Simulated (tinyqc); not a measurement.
Concentration-dependent dopant diffusion with charged defects and the built-in field: one step, computed by the program tinyqc.

A constant source C_s feeds a half space. The dopant moves through neutral point defects and through charged ones, whose number grows with the majority carrier density n.

Task: Intrinsic density and partial diffusivities. n_i = 3.87e16 T^1.5 exp(-7014/T) per cm^3 (T in kelvin, an empirical form); each D = prefactor x exp(-E/(k_B T)); the intrinsic diffusivity D_i is their sum. Temperatures in kelvin are T(C) + 273.15.

Inputs (values chosen for the exercise, modelled on arsenic in silicon): neutral prefactor D0x = 0.00997 cm^2/s; neutral activation energy E0 = 3.44 eV; singly charged prefactor D01 = 29.7 cm^2/s; activation energy E1 = 4.14 eV; temperature T = 1025 C.

Field enhancement: off.

Constants: k_B = 8.617333262e-05 eV/K.

Give: n_i; partial diffusivities; intrinsic diffusivity D_i.

Result:

n_i = 8.1503e+18 1/cm^3

partial diffusivities (cm^2/s): Dx 4.4021e-16, D1 2.5126e-15

intrinsic diffusivity D_i = 2.9528e-15 cm^2/s
